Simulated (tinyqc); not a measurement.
Lattice vibrations of a chain, step by step. One step of it, computed by the program tinyqc.

Problem. Frequencies. omega^2 are the eigenvalues; wavenumber = 521.4708 sqrt(eigenvalue) 1/cm.

D(q) (eV/(angstrom^2 u)):
$$\begin{pmatrix}
2.737968 & -0.940745 & -0.479384+0.263544i \\
-0.940745 & 1.016886 & -0.369243 \\
-0.479384-0.263544i & -0.369243 & 0.556901
\end{pmatrix}$$

Give: eigenvalues; wavenumbers; weights |e|^2 of the mass-weighted modes.

Solution.

eigenvalues: [0.0134, 1.0899, 3.2084]

wavenumbers (1/cm): [60.5, 544.4, 934.1]

weights |e|^2 of the mass-weighted modes, order atom 1, atom 2, atom 3:
$$\begin{pmatrix}
0.1189 & 0.0427 & 0.8384 \\
0.3435 & 0.5164 & 0.1401 \\
0.5376 & 0.4409 & 0.0216
\end{pmatrix}$$
